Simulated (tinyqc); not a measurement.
Inside a calculation (part 2 of 2). Method: UHF in the sto-6g basis, for Be, spin multiplicity 1. This run ends on a higher stationary point, not on the lowest solution. Computed by tinyqc, a small Python program that keeps every step (integrals from PySCF). Command: `OMP_NUM_THREADS=1 python tinyqc.py 23021 23022 out.jsonl` (the two numbers bound the seeds that draw the settings). One thread of a shared host (Intel(R) Xeon(R) Processor @ 2.60GHz), about 0.06 s of CPU time with the checks.

Geometry (angstrom):
```
atom,x,y,z
Be,0.000000,0.000000,0.000000
```

## Convergence

Stop when the energy changes by less than 1e-09 hartree and every element of the error matrix X^T (F D S - S D F) X (for each spin) is below 9e-06.

Course of the cycle:
```
iteration,E (hartree),change,largest element of the error matrix
1,-14.19626493,-,5.11e-02
2,-14.20358839,-7.32e-03,2.33e-02
3,-14.20887992,-5.29e-03,2.10e-02
4,-14.21297960,-4.10e-03,1.81e-02
5,-14.21589582,-2.92e-03,1.50e-02
6,-14.21784368,-1.95e-03,1.21e-02
7,-14.21909062,-1.25e-03,9.58e-03
8,-14.21986728,-7.77e-04,7.52e-03
9,-14.22034279,-4.76e-04,5.87e-03
10,-14.22063087,-2.88e-04,4.56e-03
11,-14.22080429,-1.73e-04,3.53e-03
12,-14.22090829,-1.04e-04,2.73e-03
13,-14.22097050,-6.22e-05,2.11e-03
14,-14.22100767,-3.72e-05,1.63e-03
...,...,...,...
22,-14.22106178,-5.95e-07,2.07e-04
23,-14.22106214,-3.55e-07,1.59e-04
24,-14.22106235,-2.12e-07,1.23e-04
25,-14.22106247,-1.26e-07,9.51e-05
26,-14.22106255,-7.52e-08,7.34e-05
27,-14.22106259,-4.48e-08,5.67e-05
28,-14.22106262,-2.67e-08,4.38e-05
29,-14.22106264,-1.59e-08,3.38e-05
30,-14.22106265,-9.51e-09,2.61e-05
31,-14.22106265,-5.67e-09,2.01e-05
32,-14.22106266,-3.38e-09,1.56e-05
33,-14.22106266,-2.01e-09,1.20e-05
34,-14.22106266,-1.20e-09,9.28e-06
35,-14.22106266,-7.16e-10,7.16e-06
```

PySCF UHF in the same basis, after a stability check = -14.50336112 hartree

Converged in 35 iterations. But the solution lies 0.28230 hartree above the reference: it is another stationary point, not the lowest one. Reruns (cap 100 unless said): DIIS 8: converged in 13 to a higher stationary point; damping 0.5: converged in 72 to a higher stationary point; level shift 0.5: converged in 78 to a higher stationary point; atomic densities as start, DIIS 8: converged in 3.

## Populations

D(alpha) after iteration 35, lower triangle:
```
,1Be 1s,1Be 2s,1Be 2px,1Be 2py,1Be 2pz
1Be 1s,0.988059
1Be 2s,0.022436,0.000509
1Be 2px,0.000000,0.000000,0.500057
1Be 2py,0.000000,0.000000,0.500000,0.499943
1Be 2pz,0.000000,0.000000,0.000000,0.000000,0.000000
```

D(beta) after iteration 35, lower triangle:
```
,1Be 1s,1Be 2s,1Be 2px,1Be 2py,1Be 2pz
1Be 1s,0.988059
1Be 2s,0.022436,0.000509
1Be 2px,0.000000,0.000000,0.500057
1Be 2py,0.000000,0.000000,-0.500000,0.499943
1Be 2pz,0.000000,0.000000,0.000000,0.000000,0.000000
```

overlap S, lower triangle:
```
,1Be 1s,1Be 2s,1Be 2px,1Be 2py,1Be 2pz
1Be 1s,1.000000
1Be 2s,0.254764,1.000000
1Be 2px,0.000000,0.000000,1.000000
1Be 2py,0.000000,0.000000,0.000000,1.000000
1Be 2pz,0.000000,0.000000,0.000000,0.000000,1.000000
```

Mulliken: Z minus the diagonal of D S on the atom; Loewdin: the same with S^(1/2) D S^(1/2).

Charges (e):
```
atom,Mulliken,Loewdin,Mulliken spin
1Be,0.000000,0.000000,0.000000
```

<S^2> of the determinant (pure state: 0) = 1.000000
